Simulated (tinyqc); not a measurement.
Six-band Luttinger-Kohn model with strain: one step. Polarisation of the edge transitions. Three cases, with inputs chosen for the exercise.

Problem. In the basis X, Y, Z times spin, H(k = 0) has -Dso/3 + l exx + m (eyy + ezz) on the diagonal (cyclic) and n exy off it, l = av + 2 b, m = av - b, n = sqrt(3) d. Spin-orbit term (Dso/3) L.sigma on X, Y, Z with (L_k)_ij = -i epsilon_kij: <X+|H|Y+> = -i Dso/3, <X+|H|Z-> = Dso/3, <Y+|H|Z-> = -i Dso/3, <Z+|H|X-> = -Dso/3, <Z+|H|Y-> = i Dso/3, <X-|H|Y-> = i Dso/3, and their conjugates; + and - are the spin along z. The strength of a transition to an s-like conduction level for light polarised along the unit vector u is the weight of the orbital ux X + uy Y + uz Z in the valence state, summed over spin and averaged over the pair.

Give: strain block of X, Y, Z; Relative strengths.

Case 1.

Values chosen (near those of Ge; not measured data): Dso = 0.288 eV (spin-orbit splitting); av = 1.23 eV (valence hydrostatic potential); b = -2.56 eV (tetragonal shear potential); d = -5.28 eV (trigonal shear potential).

strain tensor, rows x, y, z and columns alike:
$$\begin{pmatrix}
-0.00808760 & -0.00844544 & 0.00000000 \\
-0.00844544 & -0.00808760 & 0.00000000 \\
0.00000000 & 0.00000000 & 0.00610838
\end{pmatrix}$$

Solution.

strain block of X, Y, Z (eV), rows X, Y, Z and columns alike:
$$\begin{pmatrix}
0.02396 & 0.07724 & 0 \\
0.07724 & 0.02396 & 0 \\
0 & 0 & -0.08507
\end{pmatrix}$$

Relative strengths:
```
polarisation    top  second  third
[100]         0.471   0.269  0.260
[010]         0.471   0.269  0.260
[001]         0.058   0.462  0.480
[110]         0.847   0.004  0.149
[1-10]        0.095   0.534  0.372
[111]         0.584   0.157  0.259
```

The top pair is strongest for light along [110] (0.847) and weakest along [001] (0.058); without strain every direction has 1/3 on average over the fourfold top. For each polarisation the three pairs add up to 1.

Case 2.

Values chosen (near those of GaP; not measured data): Dso = 0.078 eV (spin-orbit splitting); av = 1.68 eV (valence hydrostatic potential); b = -1.61 eV (tetragonal shear potential); d = -4.59 eV (trigonal shear potential).

strain tensor, rows x, y, z and columns alike:
$$\begin{pmatrix}
-0.00593169 & 0.00000000 & 0.00000000 \\
0.00000000 & -0.00593169 & 0.00000000 \\
0.00000000 & 0.00000000 & 0.01950911
\end{pmatrix}$$

Solution.

strain block of X, Y, Z (eV), rows X, Y, Z and columns alike:
$$\begin{pmatrix}
0.05380 & 0 & 0 \\
0 & 0.05380 & 0 \\
0 & 0 & -0.06907
\end{pmatrix}$$

Relative strengths:
```
polarisation    top  second  third
[100]         0.500   0.449  0.051
[010]         0.500   0.449  0.051
[001]         0.000   0.102  0.898
[110]         0.500   0.449  0.051
[1-10]        0.500   0.449  0.051
[111]         0.333   0.333  0.333
```

The top pair is strongest for light along [100], [010], [110] and [1-10] (0.500) and weakest along [001] (0.000); without strain every direction has 1/3 on average over the fourfold top. For each polarisation the three pairs add up to 1.

Case 3.

Values chosen (near those of InAs; not measured data): Dso = 0.407 eV (spin-orbit splitting); av = 0.96 eV (valence hydrostatic potential); b = -1.8 eV (tetragonal shear potential); d = -3.48 eV (trigonal shear potential).

strain tensor, rows x, y, z and columns alike:
$$\begin{pmatrix}
-0.01451831 & -0.01319444 & 0.00000000 \\
-0.01319444 & -0.01451831 & 0.00000000 \\
0.00000000 & 0.00000000 & 0.01705268
\end{pmatrix}$$

Solution.

strain block of X, Y, Z (eV), rows X, Y, Z and columns alike:
$$\begin{pmatrix}
0.04532 & 0.07953 & 0 \\
0.07953 & 0.04532 & 0 \\
0 & 0 & -0.12516
\end{pmatrix}$$

Relative strengths:
```
polarisation    top  second  third
[100]         0.478   0.283  0.239
[010]         0.478   0.283  0.239
[001]         0.044   0.434  0.522
[110]         0.812   0.024  0.163
[1-10]        0.144   0.541  0.315
[111]         0.556   0.161  0.283
```

The top pair is strongest for light along [110] (0.812) and weakest along [001] (0.044); without strain every direction has 1/3 on average over the fourfold top. For each polarisation the three pairs add up to 1.

Computed by tinyqc, one run a case: `OMP_NUM_THREADS=1 python tinyqc.py N N+1 out.jsonl` with N = 1080939, 1080993, 1081029; one thread of a shared Intel(R) Xeon(R) Processor @ 2.30GHz, about 0.06 s a run at most.
